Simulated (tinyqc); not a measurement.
Coherent transport through a tight-binding region between two chains, step by step. Computed by tinyqc, a small Python program that keeps every step. Settings: temperature = 300, mu = -0.46. Command: `OMP_NUM_THREADS=1 python tinyqc.py 20648 20649 out.jsonl` (the two numbers bound the seeds that draw the settings). One thread of a shared host (Intel(R) Xeon(R) Processor @ 2.60GHz), about 0.1 s of CPU time with the checks.

## Transmission at E = 0.66 eV

H of the central region (eV), lower triangle:
```
,1,2,3,4,5
1,0.00000
2,-1.49000,0.00000
3,0.00000,-0.32000,0.00000
4,0.00000,0.00000,-1.49000,0.00000
5,0.00000,0.00000,0.00000,-1.49000,0.00000
```

Leads: semi-infinite chains with site energy 0:
```
parameter,value
lead hopping t (eV),2.940000
coupling to the left lead (eV),0.740000
coupling to the right lead (eV),1.460000
left contact site,1
right contact site,5
```

E = 0.66000 eV

Surface Green function g = (E - i sqrt(4 t^2 - E^2)) / (2 t^2); self-energy tc^2 g on each contact site; G = (E - H - Sigma)^(-1); Gamma = -2 Im Sigma; T = Gamma_L Gamma_R |G_LR|^2; local density of states -Im G_ii / pi.

g = 0.03818-0.33799i 1/eV

G (1/eV), lower triangle:
```
,1,2,3,4,5
1,-0.32678-0.05027i
2,0.80506+0.06215i,-0.33759-0.12666i
3,-0.13888+0.10589i,0.07272-0.02817i,0.49665-0.43494i
4,-0.11138-0.06025i,0.04029+0.03968i,0.43553+0.19871i,-0.20157-0.09654i
5,0.18821-0.07920i,-0.09057+0.01059i,-0.68957+0.34692i,0.32490-0.15594i,0.54566-0.27784i
```

local density of states (1/eV): 0.01600  0.04032  0.13844  0.03073  0.08844

transmission = 0.02224

## Transmission across the band

The same steps on a grid of energies.

T(E):
```
E (eV),T
-5.5860000,4.51e-09
-5.0274000,4.02e-08
-4.4688000,2.44e-07
-3.9102000,1.60e-06
-3.3516000,1.43e-05
-2.7930000,0.00025
-2.2344000,0.02372
-1.6758000,0.17510
-1.1172000,0.04141
-0.5586000,0.02350
0,0.04629
0.5586000,0.02350
1.1172000,0.04141
1.6758000,0.17510
2.2344000,0.02372
2.7930000,0.00025
3.3516000,1.43e-05
3.9102000,1.60e-06
4.4688000,2.44e-07
5.0274000,4.02e-08
5.5860000,4.51e-09
```

levels of the isolated region (eV): -2.13134  -1.49000  0.00000  1.49000  2.13134

## Current

I = (2e/h) int T(E) [f(E - mu - V/2) - f(E - mu + V/2)] dE at 300 K with mu = -0.46 eV, the bias not changing H; 2e^2/h = 77.48092 microsiemens; the integral runs over the band on 4001 points.

Current:
```
V (volt),I (microampere)
0.01000,0.02029
0.05000,0.10149
0.10000,0.20331
0.20000,0.40934
0.40000,0.83981
0.80000,1.82258
```
